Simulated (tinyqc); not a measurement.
Stability and critical current from long pulses.

Problem. For long pulses a magnetic tunnel junction switches at I = Ic0 [1 - ln(tp/t0)/Delta]. Find Ic0 and Delta.

Values chosen for this exercise: attempt time t0 = 1 ns.

switching current for pulses of 0.0001 and 0.1 s (uA): [36.594844, 31.619535]

Answer. I is linear in ln tp: it equals Ic0 at tp = t0, and the slope is -Ic0/Delta.

Ic0 = 44.89 uA
Delta = 62.32

Computed by the program tinyqc: `OMP_NUM_THREADS=1 python tinyqc.py 2450141 2450142 out.jsonl`, one thread of a shared Intel Xeon 2.30GHz, about 0.01 s for the whole run.
